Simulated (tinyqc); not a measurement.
From results back to parameters: interband optics of a two-band s-p chain from momentum matrix elements. Four cases, with inputs chosen for the exercise.

Problem. At k = 0 the chain has the gap D0 = Es - Ep_ - 2 (ts + tp), w0 = 4 a^2 V^2, and masses 2c/mc = 2 ts a^2 + 2 w0/D0, 2c/mv = 2 tp a^2 + 2 w0/D0 (c = hbar^2/2m0, mv positive for holes). The oscillator strength there is f0 = w0/(c D0). V, ts and tp are hidden.

Constants: hbar^2/2m0 = 3.80998211 eV angstrom^2.

Case 1.

Values chosen: a = 4.41 angstrom (period).
D0 = 3.0000 eV
f0 = 12.96138

mc, mv (m0): 0.065979  0.064038

Case 2.

Values chosen: a = 4.35 angstrom (period).
D0 = 5.0800 eV
f0 = 1.27058

mc, mv (m0): 0.362247  0.253003

Case 3.

Values chosen: a = 3.56 angstrom (period).
D0 = 3.7900 eV
f0 = 3.72454

mc, mv (m0): 0.217893  0.170840

Case 4.

Values chosen: a = 3.09 angstrom (period).
D0 = 4.9200 eV
f0 = 1.05622

mc, mv (m0): 0.504168  0.504168

Find: V; ts; tp.

Solution. w0 = f0 c D0 gives V; 1/mc - f0 = ts a^2/c and 1/mv - f0 = tp a^2/c.

Case 1.

V = 1.38 eV
ts = 0.43 eV
tp = 0.52 eV

Case 2.

V = 0.57 eV
ts = 0.30 eV
tp = 0.54 eV

Case 3.

V = 1.03 eV
ts = 0.26 eV
tp = 0.64 eV

Case 4.

V = 0.72 eV
ts = 0.37 eV
tp = 0.37 eV

Computed by tinyqc, one run a case: `OMP_NUM_THREADS=1 python tinyqc.py N N+1 out.jsonl` with N = 1652564, 1652597, 1652609, 1652613; one thread of a shared Intel(R) Xeon(R) Processor @ 2.30GHz, about 0.01 s a run at most.
